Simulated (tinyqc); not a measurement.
# Free and trapped electrons in a MOS channel with a dense trap tail: free and trapped charge against gate voltage

p-type body, charge-sheet picture, full ionisation (an idealisation for deep acceptors), Boltzmann statistics for free electrons. e = Ec - EF at the surface. Acceptor-like traps of density D(E) = D0 + De exp(-E/Ew) at depth E below Ec, from 0 to Eu, hold n_t = integral of D(E)/(1 + exp((e - E)/Vt)). psi = Eg - Vt ln(Nv/Na) - e; N_dep = sqrt(2 eps0 eps_r Na (psi - Vt)/q); n_f = sqrt(N_dep^2 + 2 eps0 eps_r Vt Nc exp(-e/Vt)/q) - N_dep; Vg = Vfb + psi + q (N_dep + n_t + n_f)/Cox, Cox = eps0 eox/tox.

Free share n_f/(n_f + n_t); swing ln 10 n_f/(dn_f/dVg); field-effect mobility mf q (dn_f/dVg)/Cox, for a constant mf; oxide field q (N_dep + n_t + n_f)/(eps0 eox).

Values chosen for this exercise; band and dielectric values close to those of 4H silicon carbide: temperature T = 250 K; band gap Eg = 3.23 eV; relative permittivity eps_r = 9.87; conduction-band density of states at T Nc = 1.29e19 cm^-3; valence-band density of states at T Nv = 1.86e19 cm^-3; relative permittivity of the insulator eox = 3.9; insulator thickness tox = 25 nm; acceptor density Na = 9e15 cm^-3; flat-band voltage without trapped charge Vfb = -2.29 V; constant background density of acceptor-like traps D0 = 2.8e11 cm^-2 eV^-1; density of the tail at the conduction edge De = 2.3e13 cm^-2 eV^-1; decay energy of the tail Ew = 0.07 eV; depth below Ec down to which the traps reach Eu = 0.98 eV; mobility of free electrons mf = 130 cm^2/(V s).

Constants: q = 1.602176634e-19 C, kB = 1.380649e-23 J/K, Vt = kB T/q, eps0 = 8.8541878128e-14 F/cm where lengths are in cm. Results are converted to the units shown.

Result of one run:
```
Vg (V)	e (eV)	n_f (cm^-2)	n_t (cm^-2)	free share (%)	swing (mV/decade)	field-effect mobility (cm^2/(V s))	oxide field (MV/cm)
2.4	0.07772	7.144e10	8.564e11	7.700	757.7	32.74	0.6809
```

What becomes of these results when the gate voltage Vg is changed from 2.4 to 5.8 V, all else the same?

Result of the changed run:
```
Vg (V)	e (eV)	n_f (cm^-2)	n_t (cm^-2)	free share (%)	swing (mV/decade)	field-effect mobility (cm^2/(V s))	oxide field (MV/cm)
5.8	-0.01594	2.032e12	1.738e12	53.89	6036	116.9	2.003
```

The whole series:
```
Vg (V)	e (eV)	n_f (cm^-2)	n_t (cm^-2)	free share (%)	swing (mV/decade)	field-effect mobility (cm^2/(V s))	oxide field (MV/cm)
1.3	0.3157	1.264e6	2.068e11	6.112e-4	88.62	0.004952	0.3361
1.9	0.1285	7.211e9	5.380e11	1.323	336.4	7.443	0.5012
2.4	0.07772	7.144e10	8.564e11	7.700	757.7	32.74	0.6809
3	0.04650	2.603e11	1.155e12	18.39	1494	60.50	0.9084
3.5	0.02945	4.897e11	1.340e12	26.76	2205	77.10	1.102
4.1	0.01391	8.284e11	1.504e12	35.51	3111	92.46	1.335
4.7	0.001534	1.220e12	1.618e12	43.00	4075	104.0	1.570
5.2	-0.007099	1.577e12	1.683e12	48.37	4934	111.0	1.767
5.8	-0.01594	2.032e12	1.738e12	53.89	6036	116.9	2.003
```

n_f reaches 1e11 cm^-2 at Vg = 2.52 V, against 1.45 V without traps. The free share rises from 6.11e-4 to 53.9 % and the field-effect mobility rises from 0.00495 to 117 cm^2/(V s), although mf = 130 is constant: in the last row 89.9 % of Cox dVg goes into free electrons. The swing in the first row is 88.6 mV a decade (Vt ln 10 = 49.6). For Vg = 3.5, 4.1, 4.7, 5.2, 5.8 EF lies less than 2 Vt below the band edge, or above it, where degeneracy and confinement, left out, matter.

Computed by the program tinyqc: `OMP_NUM_THREADS=1 python tinyqc.py 2222104 2222105 out.jsonl`, one thread of a shared Intel Xeon 2.30GHz, about 0.02 s for the whole run.
